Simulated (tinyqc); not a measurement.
# One electron in a tunnel-coupled double dot: charge qubit, sensing and quantum capacitance, step by step

tinyqc, about 0.01 s, one thread, Intel Xeon 2.30GHz (shared host): `OMP_NUM_THREADS=1 python tinyqc.py 2470108 2470109 out.jsonl` Printed values are rounded.

Basis (left, right), H = [[ep/2, tc], [tc, -ep/2]], splitting Om = sqrt(ep^2 + 4 tc^2), ep = al times the gate voltage. In equilibrium the electron is on the right with the chance P_R = [1 + (ep/Om) tanh(Om/2 kB T)]/2.

Inputs (values chosen for the exercise):
```
symbol,value,unit,meaning
tc,24,ueV,tunnel coupling
T,0.071,K,electron temperature
al,0.08,eV/V,lever arm of the gate on the detuning
Cp,0.64,pF,parasitic capacitance of the resonator
f0,253,MHz,resonator frequency
Q,88,,loaded quality factor
se,5.7,ueV,deviation of quasi-static detuning noise
ep,-29.1,ueV,detuning
```

Constants: q = 1.602176634e-19 C, kB = 1.380649e-23 J/K, hbar = 1.054571817e-34 J s, h = 6.62607015e-34 J s, Vt = kB T/q. Results are converted to the units shown.

## Splitting and occupation

Also the frequency Om/h, the mixing angle arctan2(2 tc, ep) and the weight of the right dot in the ground state, (1 + ep/Om)/2.

Om = 56.1321 ueV
Om/h = 13.5727 GHz
mixing angle = 121.226 degree
ground-state weight = 0.240790
kB T = 6.11831 ueV
P_R = 0.240844

## Capacitance seen by a resonator

q^2 al^2 dP_R/d(ep) splits into Cq = q^2 al^2 (2 tc^2/Om^3) tanh(Om/2 kB T) and Ct = q^2 al^2 (ep/Om)^2/(4 kB T cosh^2(Om/2 kB T)); Ct appears only if relaxation is faster than the drive. A resonator of frequency f0, capacitance Cp and quality factor Q shifts by df = -f0 Cq/(2 Cp) and its phase by -2 Q Cq/Cp.

Cq = 6.67759 aF
Ct = 0.00466790 aF
df = -1.31987 kHz
phase shift = -105.214 millidegree

## Dephasing by charge noise

Noise in ep shifts Om by (ep/Om) d + (2 tc^2/Om^3) d^2. For Gaussian d of deviation se the spread of Om is sqrt[(ep se/Om)^2 + 2 (2 tc^2 se^2/Om^3)^2], and T2* is estimated as sqrt(2) hbar/spread; Om T2*/h counts the oscillations within T2*.

first-order spread = 2.95499 ueV
second-order spread = 0.299284 ueV
T2* = 0.313406 ns
oscillations within T2* = 4.25376

At ep = 0 the first-order term vanishes and T2* would be 1.94 ns.
